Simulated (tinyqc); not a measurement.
Lifetime against injection: carrier lifetime from Shockley-Read-Hall, radiative, Auger and surface recombination. Computed by tinyqc, a small Python program. Command: `OMP_NUM_THREADS=1 python tinyqc.py 3024503 3024504 out.jsonl lifetime walk`. One thread of a shared host (Intel(R) Xeon(R) Processor @ 2.30GHz), about 0.02 s of CPU time with the checks.

Energies are counted from the top of the valence band. Boltzmann statistics, full ionisation, and equal excess densities of electrons and holes.

Inputs (values chosen for the exercise, with bands modelled on germanium):
```
quantity,value,unit
gap E_g,0.665,eV
electron mass m_e,0.212,m_0
valleys M_c,4,-
hole mass m_h,0.338,m_0
temperature T,300,K
doping N,2.3e+16,cm^-3
trap level E_t,0.275,eV
trap density N_t,5.3e+12,cm^-3
electron cross-section sigma_n,7.1e-15,cm^2
hole cross-section sigma_p,5.2e-14,cm^2
radiative coefficient B,3.8e-14,cm^3/s
Auger coefficient C_n,7.9e-32,cm^6/s
Auger coefficient C_p,1.5e-31,cm^6/s
diffusion coefficient D,45,cm^2/s
surface velocity S,110,cm/s
thickness W,3,micrometre
```

Doping: n-type. Surface term: two equal surfaces.

Constants: m_0 = 9.1093837015e-31 kg; k_B = 1.380649e-23 J/K; h = 6.62607015e-34 J s; k_B = 8.617333262e-05 eV/K.

Method:
- N_c = 2 M_c (2 pi m_e k_B T/h^2)^(3/2) and N_v = 2 (2 pi m_h k_B T/h^2)^(3/2), masses in units of m_0.
- n_i = sqrt(N_c N_v) exp(-E_g/2 k_B T); majority density N/2 + sqrt(N^2/4 + n_i^2), minority density n_i^2 over it.
- v = sqrt(3 k_B T/m) with m_e or m_h; tau_n0 = 1/(sigma_n v_n N_t), tau_p0 = 1/(sigma_p v_p N_t); n1 = N_c exp(-(E_g - E_t)/k_B T), p1 = N_v exp(-E_t/k_B T).
- The slowest diffusion mode has x tan x = S W/(2 D) with 0 < x < pi/2 (bisection), and tau_s = W^2/(4 x^2 D). The common approximation is W/(2 S) + W^2/(pi^2 D).
- With n = n_0 + dn, p = p_0 + dn and U/dn = 1/tau: (n p - n_i^2)/dn = n_0 + p_0 + dn = s; 1/tau_SRH = s/[tau_p0 (n + n1) + tau_n0 (p + p1)]; 1/tau_rad = B s; 1/tau_Aug = (C_n n + C_p p) s; the rates add, with 1/tau_s.
- Rows stop below half the smaller effective density of states.

N_c = 9.79796e+18 cm^-3

N_v = 4.93114e+18 cm^-3

n_0 = 2.30000e+16 cm^-3

p_0 = 1.41529e+10 cm^-3

tau_p0 = 1.80618e-07 s

n1 = 2.75058e+12 cm^-3

tau_n0 = 1.04765e-06 s

p1 = 1.18345e+14 cm^-3

tau_s = 1.36380e-06 s

Lifetimes (s):
```
dn (cm^-3),SRH,radiative,Auger,effective,radiative efficiency,fastest channel
1.00e+10,1.8603e-07,0.0011442,2.3928e-02,1.6368e-07,0.000143,SRH
1.00e+11,1.8604e-07,0.0011442,2.3928e-02,1.6368e-07,0.000143,SRH
1.00e+12,1.8608e-07,0.0011441,2.3924e-02,1.6371e-07,0.000143,SRH
1.00e+13,1.8648e-07,0.0011437,2.3888e-02,1.6403e-07,0.000143,SRH
1.00e+14,1.9054e-07,0.0011392,2.3528e-02,1.6716e-07,0.000147,SRH
1.00e+15,2.2946e-07,0.0010965,2.0365e-02,1.9637e-07,0.000179,SRH
1.00e+16,5.0186e-07,0.0007974,7.3784e-03,3.6667e-07,0.000460,SRH
1.00e+17,1.0334e-06,0.0002139,3.2893e-04,5.8525e-07,0.002735,SRH
1.00e+18,1.2048e-06,0.0000257,4.2350e-06,5.4400e-07,0.021147,SRH
```

What does the comparison show, and why?

tau_SRH goes from 1.86e-7 s at low injection (the minority capture time, 1.81e-7 s) to 1.20e-6 s in the last row; at high injection it tends to tau_n0 + tau_p0 = 1.23e-6 s. Ruling channel by row: SRH from 1e10 cm^-3.

Extremes, crossings and ranges named in words are read from the listed rows.
